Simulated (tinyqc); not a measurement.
Inside a calculation: strained quantum well: band edges, subbands and transparency. Values are carried at full precision from step to step, so a last printed digit may differ when a step is redone from the rounded ones.

Growth on (001), barriers unstrained: tr(e) = e (2 - nu2), Z = b e (1 + nu2); Ec = Ev + Eg + ac tr(e), E_HH = Ev + av tr(e) + Z, E_LH = Ev + av tr(e) - Z (coupling to the split-off band left out).

Constants: hbar^2/2m0 = 3.80998211 eV angstrom^2; hc = 1239.841984 eV nm; kB = 8.617333262e-05 eV/K.

Values chosen for the exercise (near those of an InGaAs/AlGaAs well; not measured data):
```
symbol  value    unit           meaning
e       -0.0134                 strain in the plane
nu2     0.949                   2 C12/C11
Eg      1.144    eV             unstrained gap of the well
Ev      -0.76    eV             its valence edge
ac      -6.77    eV
av      1.13     eV             Ev moves by av tr(e)
b       -1.96    eV             shear potential
Egb     1.664    eV             gap of the barrier
Evb     -0.905   eV             its valence edge
L       74       angstrom       well width
me      0.0578   m0             electron mass
g1      9.45                    gamma1
g2      3.28                    gamma2
meb     0.084    m0
g1b     6.3
g2b     1.8
T       300      K              temperature
Br      2.4      x 1e-4 cm^2/s  two-dimensional radiative coefficient
```

## Strained band edges and offsets

Give tr(e), Z, the edges Ec, E_HH, E_LH and the well depths against the barrier.

tr(e) = -0.01408
Z = 0.0512 eV

Ec, E_HH, E_LH (eV): 0.4793  -0.7247  -0.8271

depths for e, HH, LH (eV): 0.2797  0.1803  0.0779

The well is under compression, which puts HH on top, by 102 meV; the gap becomes 1.2041 eV, +60 meV from the unstrained one.

## Subband edges

Masses along z: me, 1/(g1 - 2 g2) for HH, 1/(g1 + 2 g2) for LH, likewise in the barrier; in the plane me, 1/(g1 + g2) for HH and 1/(g1 - g2) for LH (no mixing, which understates the hole masses away from k = 0). Level n solves k L + 2 atan[(k/m)/(kappa/mb)] = n pi, k = sqrt(m E/c), kappa = sqrt(mb (V - E)/c), c = hbar^2/2m0.

Up to three electron, four HH and two LH levels, on the common energy scale, with their masses in the plane.

Subbands:
```
level   E (eV)  m in the plane
e1      0.5319          0.0578
e2      0.6811          0.0578
hh1    -0.7380          0.0786
hh2    -0.7773          0.0786
hh3    -0.8393          0.0786
lh1    -0.8557          0.1621
hh4    -0.9049          0.0786
```

lowest transition = 1.2700 eV
wavelength hc/E = 976.3 nm

The top hole level is hh1, so the edge is mainly TE polarised; hh2 lies 39 meV lower.

## Transparency density

Transparency (Bernard-Duraffourg): Fc - Fv equals the lowest transition energy with n = p, n = sum m/(2 pi c) kB T ln(1 + exp((Fc - E)/kB T)) and p likewise over the listed subbands; c = hbar^2/2m0, 1/angstrom^2 = 1e16/cm^2.

Solve for u = (Fc - e1)/kB T; give n_tr, the share of holes in the top subband and the current e Br n_tr^2 (e = 1.602177e-19 C).

u = 0.404
n_tr = 0.574 x 1e12/cm^2
share = 0.756
current density = 12.7 A/cm^2

For mirror-image bands u = 0 and n_tr = me kB T ln2/(2 pi c) = 0.433 x 1e12/cm^2; the heavier or more numerous hole states raise it by a factor 1.33.

## Checks

- Transparency for equal single subbands against m kB T ln2/(2 pi c): both 0.3743.

Program tinyqc; command `OMP_NUM_THREADS=1 python tinyqc.py 1281321 1281322 out.jsonl`; about 0.02 s on one thread of a shared Intel(R) Xeon(R) Processor @ 2.30GHz.
